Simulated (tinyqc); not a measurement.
# Thermoelectric coefficients of a parabolic band, Landauer integrals: best figure of merit against the lattice conductivity

Bulk parabolic band, x = (E - Ec)/kB T, C = hbar^2/(2 m0), kB T in eV. Modes per area gv m kB T x/(4 pi C) times the back-scattering length l0 x^rr give the transport function s0 X(x), s0 = (2 q^2/h) gv m kB T l0/(4 pi C), X = x^(1 + rr). I_k = int X (x - eta)^k w dx, w = 1/(4 cosh^2((x - eta)/2)).

sigma = s0 I_0, S = -(kB/q) I_1/I_0, Lorenz number L = (kB/q)^2 [I_2/I_0 - (I_1/I_0)^2], kappa_e = L sigma T. Power factor S^2 sigma, ZT = S^2 sigma T/(kappa_e + kL). The integrals are converged. For each row eta is chosen to maximise ZT; B = (kB/q)^2 s0 T/kL.

Inputs (values chosen for the exercise):
```
symbol,value,unit,meaning
T,300,K,temperature
m,0.9,m0,mass of one valley
gv,1,,valleys
l0,18,nm,back-scattering length at x = 1
rr,0,,energy exponent of that length
```

Constants: q = 1.602176634e-19 C, kB = 1.380649e-23 J/K, hbar = 1.054571817e-34 J s, h = 6.62607015e-34 J s, m0 = 9.1093837015e-31 kg, Vt = kB T/q, hbar^2/(2 m0) = 0.0380998212 eV nm^2. Results are converted to the units shown.

Best figure of merit against the lattice conductivity:

| kL (W/(m K)) | B | best eta | best ZT | S there (uV/K) |
|---|---|---|---|---|
| 0.12 | 1.258 | -1.245 | 2.189 | -290.9 |
| 0.27 | 0.5592 | -0.753 | 1.297 | -254.6 |
| 0.59 | 0.2559 | -0.332 | 0.7327 | -225.6 |
| 1.3 | 0.1161 | 0.023 | 0.3859 | -203.1 |
| 2.8 | 0.05392 | 0.283 | 0.1964 | -187.8 |
| 6.1 | 0.02475 | 0.459 | 0.09514 | -177.9 |
| 13 | 0.01161 | 0.561 | 0.04590 | -172.5 |
| 29 | 0.005206 | 0.617 | 0.02088 | -169.5 |

What does the table show?

As B falls from 1.26 to 0.00521, the best ZT falls from 2.19 to 0.0209, as B^(0.65) between the first two rows and B^(0.98) between the last two; the best eta moves from -1.25 to 0.62, towards the optimum of the power factor, since kappa_e matters less when kL is large.

Range of the model: Parabolic bands, elastic scattering and a fixed kL make these model figures, not those of a material.

Computed by the program tinyqc: `OMP_NUM_THREADS=1 python tinyqc.py 2800009 2800010 out.jsonl`, one thread of a shared Intel Xeon 2.30GHz, about 0.07 s for the whole run.
